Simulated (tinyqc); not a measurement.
# Worked calculation: ellipsometry and reflectance of a transparent film on an absorbing substrate

Numbers from tinyqc (`OMP_NUM_THREADS=1 python tinyqc.py 2870203 2870204 out.jsonl`; about 0.4 s on one thread of a shared Intel Xeon 2.30GHz). Printed values are rounded.

Air (index 1), film, substrate with N2 = n2 - i k2; time factor exp(+i w t). q_j = sqrt(N_j^2 - sin^2 th), root with positive real part. Fresnel coefficients r_s = (q_a - q_b)/(q_a + q_b), r_p = (N_b^2 q_a - N_a^2 q_b)/(N_b^2 q_a + N_a^2 q_b). tan(Psi) exp(i Delta) = R_p/R_s, Delta taken from 0 to 360 degrees.

Inputs (values chosen for the exercise); indices close to those of a porous low-k film on silicon:
- lam = 800 nm (wavelength)
- th = 70 degrees (angle of incidence)
- n1 = 1.313 (index of the transparent film)
- d = 81 nm (film thickness)
- n2 = 3.692 (index of the substrate)
- k2 = 0.0065 (extinction coefficient of the substrate)

## Interface coefficients and thickness period

q0, q1, q2 and the coefficients r01 and r12 for p and s; the results repeat in d with the period lam/(2 q1).

q0 = 0.342020
q1 = 0.917032
q2 = 3.57041-0.00672i
r01,p = -0.217301
r01,s = -0.456702
r12,p = 0.340102-0.000725i
r12,s = -0.591291+0.000612i
period = 436.190 nm

## Psi, Delta and reflectances

beta = 2 pi d q1/lam, X = exp(-2 i beta), R = (r01 + r12 X)/(1 + r01 r12 X) for p and s.

beta = 0.583390 rad
X = 0.393114-0.919490i
R_p = -0.108819-0.314701i
R_s = -0.697911+0.335073i
Psi = 23.2731 degrees
Delta = 96.5714 degrees
|R_p|^2 = 0.110878
|R_s|^2 = 0.599353

The bare substrate gives Psi = 9.129 and Delta = 179.67 degrees.
